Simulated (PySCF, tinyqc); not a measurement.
Inside a calculation. Method: CIS on RHF in the sto-6g basis, for H3-, spin multiplicity 1. The basis has no diffuse functions, so it cannot describe the extra electron: this is an exercise in the method, not the real anion. The lowest restricted solution is unstable here: a spin-polarised one lies 0.0045 hartree lower (PySCF). One step of it, computed by the program tinyqc.

Task: CIS matrix, singlets. A(ia,jb) = (e_a - e_i) d_ij d_ab + 2 (ia|jb) - (ij|ab).

orbital energies (hartree): MO1 -0.121791, MO2 0.325282, MO3 0.881159

Two-electron integrals over orbitals (pq|rs), unique and non-zero (hartree):
```
p,q,r,s,(pq|rs)
1,1,1,1,0.554687
2,1,1,1,-0.000019
2,1,2,1,0.136121
2,2,1,1,0.497756
2,2,2,1,0.000025
2,2,2,2,0.581771
3,1,1,1,0.057473
3,1,2,1,0.000011
3,1,2,2,-0.076769
3,1,3,1,0.147946
3,2,1,1,0.000017
3,2,2,1,-0.121355
3,2,2,2,-0.000025
3,2,3,1,-0.000010
3,2,3,2,0.122556
3,3,1,1,0.555371
3,3,2,1,-0.000016
3,3,2,2,0.488551
3,3,3,1,0.087488
3,3,3,2,0.000016
3,3,3,3,0.592572
```

Give: CIS matrix A, singlet.

Result:

CIS matrix A, singlet (hartree):
```
,1>3,2>3
1>3,0.7435,0.0000
2>3,0.0000,0.3124
```
